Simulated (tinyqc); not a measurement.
# Rapid thermal processing of a wafer: radiative balance, ramp and cooling, pattern effects, pyrometer error and spike budget, step by step

A worked calculation. Computed by tinyqc, a small Python program that keeps every step. Command: `OMP_NUM_THREADS=1 python tinyqc.py 3113553 3113554 out.jsonl rtp walk`. One thread of a shared host (Intel(R) Xeon(R) Processor @ 2.30GHz), about 0.04 s of CPU time with the checks. Intermediate numbers are printed to about 6 digits and carried at full precision; extremes and crossings named in words are read from the listed rows.

The wafer is opaque and uniform through its thickness unless said otherwise; temperatures in formulas are in kelvin (C + 273.15). sigma = 5.670374419e-12 W/(cm^2 K^4).

Inputs (values chosen for the exercise, modelled on a hot silicon wafer):

| quantity | value | unit |
|---|---|---|
| wafer thickness d | 775 | micrometre |
| heat capacity per volume C | 2.25 | J/(cm^3 K) |
| thermal conductivity k | 0.22 | W/(cm K) |
| emissivity eps of each face | 0.61 | - |
| reflectivity of the chamber walls r | 0.71 | - |
| gas heat-transfer coefficient h, both faces together | 1.4 | mW/(cm^2 K) |
| wall temperature T_w | 500 | K |
| process temperature | 717 | C |
| starting temperature | 400 | C |
| ramp rate | 34 | K/s |
| relative change of absorptivity over a pattern | 4.5 | % |
| period of the pattern | 8.5 | mm |
| pyrometer wavelength | 0.95 | micrometre |
| error of the assumed emissivity | 2.6 | % |
| activation energy of the process E_a | 2 | eV |

Constants: k_B = 8.617333262e-05 eV/K; h = 6.62607015e-34 J s; c = 299792458 m/s; k_B = 1.380649e-23 J/K.

## Power to hold and to ramp

Effective emissivity between parallel grey plates: eps_eff = 1/(1/eps + 1/(1 - r) - 1). Loss per area q(T) = 2 eps_eff sigma (T^4 - T_w^4) + h (T - T_w). Absorbed power during a ramp = q(T) + C d x ramp rate; thermal time constant tau = C d/(dq/dT), dq/dT = 8 eps_eff sigma T^3 + h; natural cooling rate q/(C d); front-to-back difference under one-sided heating at the end of the ramp = (absorbed power) d/(2 k).

eps_eff = 0.244641

holding power q = 3.17952 W/cm^2

power at the end of the ramp = 9.10827 W/cm^2

dq/dT = 12.1729 mW/(cm^2 K)

time constant tau = 14.3248 s

natural cooling rate = 18.2338 K/s

front-to-back difference = 1.60430 K

Radiation carries 78 % of the loss. The ramp needs 2.9 times the holding power.

## Cooling curve

Cooling with the lamps off: C d dT/dt = -q(T), integrated adaptively (relative tolerance 1e-10).

Lamps off at t = 0:

| t (s) | T (C) | cooling rate (K/s) |
|---|---|---|
| 1.4 | 692.655 | 16.5888 |
| 2.9 | 668.928 | 15.0873 |
| 5.7 | 629.990 | 12.8277 |
| 10.0 | 580.596 | 10.2985 |
| 14.0 | 542.961 | 8.6016 |
| 21.0 | 490.510 | 6.5335 |
| 36.0 | 413.447 | 4.0396 |
| 57.0 | 348.457 | 2.3574 |

The rate falls from 18.2 K/s at t = 0 to 2.36 K/s in the last row.

## Thermal budget of a spike

Spike anneal: linear ramp to the peak, then lamps off. Equivalent time at the peak = int exp(-(E_a/k_B)(1/T - 1/T_peak)) dt; estimate (k_B T^2/E_a)(1/ramp rate + 1/cooling rate). The ramp part uses 4000 trapezoid steps, the cooling part 4000 steps over 4 tau. Time within 50 K of the peak from the same curves.

equivalent time, ramp = 1.14804 s

equivalent time, cooling = 2.50334 s

equivalent time, total = 3.65139 s

estimate = 3.55910 s

time within 50 K of the peak = 4.49887 s

Cooling supplies 69 % of the budget.

## What a faster ramp buys

The formulas are those given above.

Against the ramp rate:

| ramp (K/s) | ramp part (s) | cooling part (s) | total (s) | power at the peak (W/cm^2) |
|---|---|---|---|---|
| 10 | 3.90335 | 2.50334 | 6.40669 | 4.923 |
| 25 | 1.56134 | 2.50334 | 4.06468 | 7.539 |
| 50 | 0.78067 | 2.50334 | 3.28401 | 11.898 |
| 100 | 0.39034 | 2.50334 | 2.89368 | 20.617 |
| 250 | 0.15613 | 2.50334 | 2.65948 | 46.773 |
| 500 | 0.07807 | 2.50334 | 2.58141 | 90.367 |
| 1000 | 0.03903 | 2.50334 | 2.54238 | 177.555 |

From 10 to 100 K/s the total falls by a factor 2.2, from 100 to 1000 K/s by 1.14: the cooling part, 2.50 s, is a floor, and the natural cooling rate here is 18.2 K/s.

## Pattern effect

At steady state a sinusoidal change of absorbed power of relative amplitude a and period p gives the temperature amplitude a q/(dq/dT + k d (2 pi/p)^2); healing length l = sqrt(k d/(dq/dT)); process change = E_a dT/(k_B T^2). Emissivity is taken as unchanged.

healing length l = 11.8349 mm

amplitude without lateral conduction = 11.7538 K

amplitude = 0.151597 K

change of the process rate = 0.358876 %

Lateral conduction cuts the amplitude to 1.3 %, since p/(2 pi l) = 0.11.

## Pyrometer error

Signal proportional to eps/(exp(c2/(lambda T)) - 1), c2 = h c/k_B. If the assumed emissivity is too high by the given error, the reading T' solves (1 + error)/(exp(c2/(lambda T')) - 1) = 1/(exp(c2/(lambda T)) - 1). Wien estimate: T' - T = -lambda T^2 ln(1 + error)/c2. Process rates go as exp(-E_a/(k_B T)).

c2 = 14387.8 micrometre K

c2/(lambda T) = 15.2957

reading less true temperature = -1.65879 K

Wien estimate = -1.66157 K

rate at T over rate at T', less 1 = 4.01185 %

Checks made by the program: cooling time against quadrature of C d dT/q (relative difference 5e-08).
